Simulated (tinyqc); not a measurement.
Film and buried-oxide thickness from two coupling ratios.

Inverse problem. In a depleted film -dVT/dVb is k1 = Cs Cbox/(Cox (Cs + Cbox)) for a front channel and k2 = Cbox (Cox + Cs)/(Cox Cs) for a back channel, with Cox = eps0 eox/tox, Cs = eps0 eps_r/ts, Cbox = 3.9 eps0/tb. Find ts and tb.

Inputs (values chosen for the exercise); band and dielectric values close to those of silicon: relative permittivity eps_r = 11.7; relative permittivity of the gate insulator (close to silicon dioxide) eox = 3.9; insulator thickness tox = 0.94 nm.

coupling ratios for a front and a back channel: [0.064090909, 0.41878788]

Answer. With y = Cox/Cs and z = Cox/Cbox, 1/k1 = y + z and k2 = (1 + y)/z, so y = (k2/k1 - 1)/(1 + k2); the thicknesses follow from y and z.

ts = 11.0 nm
tb = 11.0 nm

tinyqc, about 0.3 s, one thread, Intel Xeon 2.30GHz (shared host): `OMP_NUM_THREADS=1 python tinyqc.py 2190040 2190041 out.jsonl`
